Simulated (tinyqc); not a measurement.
Crystallisation kinetics and data retention of a phase-change cell: one step of the calculation.

Johnson-Mehl-Avrami-Kolmogorov law X = 1 - exp(-y^n), y = integral of k dt, k = (1/100 s) exp[-(Ec q/kB)(1/T - 1/T1)].

Problem. A heating ramp. T rises at the rate b. Start with y = k (kB Ta^2/(q Ec))/b, the integral from cold to Ta to leading order; over each step k is taken as exponential in T, so y gains (dT/b)(k2 - k1)/ln(k2/k1). dX/dt = n y^(n - 1) k exp(-y^n), listed as 0 once y^n exceeds 23.

Inputs (values chosen for the exercise); values of the order of Ge-Sb-Te and related chalcogenides:
```
symbol  value   unit                                       meaning
Ec       2.45     eV          activation energy of crystallisation
T1        414      K  temperature at which the rate k is 1/(100 s)
n           4                                      Avrami exponent
b           1  K/min                                  heating rate
Ta        371      K                       start of the ramp table
dT          6      K                             step of the table
m          10                                                steps
```

Constants: q = 1.602176634e-19 C, kB = 1.380649e-23 J/K. Results are converted to the units shown.

Find: T; k; y; X; dX/dt.

Solution.

```
point  T (K)    k (1/s)          y           X  dX/dt (1/s)
0        371  3.4932e-6  0.0010147  1.0600e-12   1.4597e-14
1        377  1.1828e-5  0.0034748  1.4578e-10   1.9849e-12
2        383  3.8546e-5   0.011616   1.8209e-8   2.4169e-10
3        389  1.2113e-4   0.037581   1.9947e-6    2.5716e-8
4        395  3.6761e-4    0.11751   1.9065e-4    2.3855e-6
5        401  0.0010792    0.35538    0.015824    1.9069e-4
6        407  0.0030693     1.0408     0.69074    0.0042811
7        413  0.0084681     2.9559      1.0000            0
8        419   0.022694     8.1510      1.0000            0
9        425   0.059147     21.850      1.0000            0
10       431    0.15010     57.010      1.0000            0
```

Range of the model: One Arrhenius rate is assumed; incubation, growth from the boundary and the non-Arrhenius kinetics of the supercooled liquid are left out.

Computed by the program tinyqc: `OMP_NUM_THREADS=1 python tinyqc.py 2490139 2490140 out.jsonl`, one thread of a shared Intel Xeon 2.30GHz, about 0.04 s for the whole run.
